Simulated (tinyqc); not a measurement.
# Series resistance and length offset from two lengths at two overdrives

Problem. In strong inversion R W = Rsd + k(x)(L - dL), k(x) = (1 + th1 x)/(mu0 Cox x), x the overdrive, Cox = eps0 eox/tox, with Rsd and dL independent of x. Find dL, Rsd, mu0 and th1.

Parameters, values chosen for the exercise: relative permittivity of the gate insulator (close to hafnium oxide) eox = 22.5; insulator thickness tox = 14 nm.

Constants: eps0 = 8.8541878128e-14 F/cm where lengths are in cm. Results are converted to the units shown.

total resistance times width (ohm um):
```
	L = 0.074 um	L = 0.93 um
overdrive 0.41 V	1541.84778	15573.0857
overdrive 1.21 V	918.572024	6866.11222
```

Answer. At each overdrive R W is a straight line in L; the two lines cross at L = dL, R W = Rsd. Their slopes give k x = (1 + th1 x)/(mu0 Cox), a straight line in x.

dL = 0.008000 um
Rsd = 460.0 ohm um
mu0 = 120.0 cm^2/(V s)
th1 = 0.3600 1/V

Numbers from tinyqc (`OMP_NUM_THREADS=1 python tinyqc.py 2210122 2210123 out.jsonl`; about 0.01 s on one thread of a shared Intel Xeon 2.30GHz).
